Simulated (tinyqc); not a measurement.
## Modulation-doped quantum well, Poisson-Schroedinger loop: mixing schemes compared

A well of width L centred at z = 0 between barriers Vb; effective-mass electrons, parabolic bands. The electrons come from donor sheets outside the mesh, a share fL of Ns on the left and the rest on the right, so the structure is neutral. Energies are counted from the band edge of the well, with U = 0 on the first node in the Hartree part.

V0 = 0 in the well and Vb outside, plus q Fz z (1 kV/cm = 1e-4 eV/nm).

Tridiagonal Hamiltonian with psi = 0 one step beyond both ends: H_ii = C (1/m_(i-1/2) + 1/m_(i+1/2))/hz^2 + V0_i + U_i, H_(i,i+1) = -C/(m_(i+1/2) hz^2), C = hbar^2/(2 m0). The lowest 2 level(s) are kept, normalised to hz sum |psi|^2 = 1.

Level k holds N_k = D_k Vt ln(1 + exp((EF - E_k)/Vt)) with D = md m0 q/(pi hbar^2) per eV (spin included); EF is fixed by sum N_k = Ns.

n_i = sum_k N_k |psi_k|^2 (converted to cm^-3). Hartree part by Gauss: on the interval after node i the enclosed sheet charge is S_i = fL Ns - hz sum_(j<=i) n_j, and U_(i+1) = U_i + q S_i hz/(eps0 eps_r) in eV, U_1 = 0. Mixing: U(new) = U + a (U(out) - U).

Rounds from U = 0 until the largest |U(out) - U| is below 1e-7 eV (the round that meets it is counted). Anderson mixing of depth m keeps the last m inputs V and residuals F = V(out) - V(in), fits c by least squares to F = dF c over their successive differences dF, dV, and sets V(new) = V + a F - (dV + a dF) c.

Parameters, values chosen for the exercise; material values close to those of GaN in AlGaN:
```
symbol   value   unit                               meaning
T          300      K                           temperature
md         0.2     m0                         in-plane mass
Vb        0.39     eV                        barrier height
eps_r     9.67           relative permittivity (all layers)
L          9.9     nm                            well width
hz         1.1     nm                             mesh step
Ns      1.9e12  cm^-2            sheet density of electrons
fL        0.25         share of the donors on the left side
Fz           0  kV/cm                 applied field along z
```

Constants: q = 1.602176634e-19 C, kB = 1.380649e-23 J/K, hbar = 1.054571817e-34 J s, m0 = 9.1093837015e-31 kg, Vt = kB T/q, eps0 = 8.8541878128e-14 F/cm where lengths are in cm, hbar^2/(2 m0) = 0.0380998212 eV nm^2. Results are converted to the units shown.

| node | z (nm) |
|---|---|
| 1 | -8.8 |
| 2 | -7.7 |
| 3 | -6.6 |
| 4 | -5.5 |
| 5 | -4.4 |
| 6 | -3.3 |
| 7 | -2.2 |
| 8 | -1.1 |
| 9 | 0 |
| 10 | 1.1 |
| 11 | 2.2 |
| 12 | 3.3 |
| 13 | 4.4 |
| 14 | 5.5 |
| 15 | 6.6 |
| 16 | 7.7 |
| 17 | 8.8 |

mass on the intervals 1/2, 3/2, ... (mean of both at an interface) (m0): [0.249, 0.249, 0.249, 0.249, 0.223, 0.197, 0.197, 0.197, 0.197, 0.197, 0.197, 0.197, 0.197, 0.223, 0.249, 0.249, 0.249, 0.249]

Rounds needed:

| a | depth m | rounds |
|---|---|---|
| 1 | plain | over 150 |
| 0.8 | plain | 24 |
| 0.6 | plain | 16 |
| 0.4 | plain | 28 |
| 0.2 | plain | 62 |
| 0.1 | plain | 130 |
| 0.5 | 2 | 11 |
| 0.5 | 4 | 9 |
| 0.5 | 8 | 9 |

Among the plain runs a = 0.6 is fastest, with 16 rounds; larger factors overshoot and smaller ones creep. Not converged within 150 rounds: a = 1. Anderson mixing needs 9 to 11 rounds.

Computed by the program tinyqc: `OMP_NUM_THREADS=1 python tinyqc.py 2140119 2140120 out.jsonl`, one thread of a shared Intel Xeon 2.30GHz, about 0.3 s for the whole run.
